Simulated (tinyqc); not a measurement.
## Capacitance measurement on a leaky thin oxide: effects of series resistance and leakage: readings against frequency

The device is a capacitance C in parallel with a leakage conductance G, in series with Rs and Ls. An impedance meter reports either a parallel pair (Cp, Gp) from Y = 1/Z = Gp + i w Cp or a series pair (Cs, Rm) from Z = Rm + 1/(i w Cs); w = 2 pi f, dissipation D = Gp/(w |Cp|).

EOT = 3.9 tox/eox; CET = EOT + zc + zp; C = 3.9 eps0 A/CET; G = Jg A/Vs. Z = Rs + i w Ls + 1/(G + i w C); CET read from Cp = 3.9 eps0 A/Cp; errors under 0.001 % are printed as 0.

Parameters, values chosen for the exercise; values of the order met in thin-oxide MOS capacitors:
- eox = 3.9 (relative permittivity of the gate insulator (close to silicon dioxide))
- tox = 1.5 nm (insulator thickness)
- A = 2500 um^2 (gate area)
- zc = 0.4 nm (oxide-equivalent thickness added by the accumulation layer)
- zp = 0.14 nm (oxide-equivalent thickness added by gate depletion)
- Jg = 0.0025 A/cm^2 (gate leakage current density, not matched to the thickness)
- Vs = 0.33 V (voltage for an e-fold rise of the leakage)
- Rs = 490 ohm (series resistance)
- Ls = 0 nH (series inductance)

Constants: eps0 = 8.8541878128e-14 F/cm where lengths are in cm. Results are converted to the units shown.

The same in every row: C (pF) = 42.318.

Results:
```
f (Hz)	Cp (pF)	Cs (pF)	D	error of Cp (%)	error of Cs (%)	CET read from Cp (nm)
1000	42.310	63.789	0.71250	-0.0186	50.7	2.0404
3000	42.310	44.703	0.23785	-0.0186	5.64	2.0404
10000	42.310	42.533	0.072539	-0.0187	0.507	2.0404
30000	42.309	42.342	0.027654	-0.0201	0.0564	2.0404
1e5	42.303	42.320	0.020152	-0.0355	5.07e-3	2.0407
1e6	41.604	42.318	0.13100	-1.69	0	2.0750
3e6	36.704	42.318	0.39110	-13.3	0	2.3520
1e7	15.687	42.318	1.3029	-62.9	0	5.5032
3e7	2.5998	42.318	3.9086	-93.9	0	33.206
```

Estimate the missing row, f = 3e5 Hz.

Computed row:
```
f (Hz)	Cp (pF)	Cs (pF)	D	error of Cp (%)	error of Cs (%)	CET read from Cp (nm)
3e5	42.245	42.318	0.041460	-0.171	0	2.0435
```

With this row back in the table: D goes from 0.712 through a minimum of 0.0202 (at f = 1e5 Hz among the rows listed) to 3.91; without inductance its minimum lies at f = sqrt(G (1 + G Rs)/Rs)/(2 pi C) = 73900 Hz. The error of Cp goes from -0.0186 to -93.9 % and that of Cs from 50.7 to 0 %; at low frequency Cp tends to C/(1 + G Rs)^2 and Cs grows as 1 + (G/(w C))^2. One of the two readings is within 2 % of C for f = 1000, 3000, 10000, 30000, 1e5, 3e5, 1e6, 3e6, 1e7, 3e7 Hz. For f = 1e7, 3e7 D exceeds 1, where the accuracy of real meters degrades in proportion to sqrt(1 + D^2).

Program tinyqc, `OMP_NUM_THREADS=1 python tinyqc.py 2022185 2022186 out.jsonl`; Intel Xeon 2.30GHz, shared host, one thread, about 0.01 s.
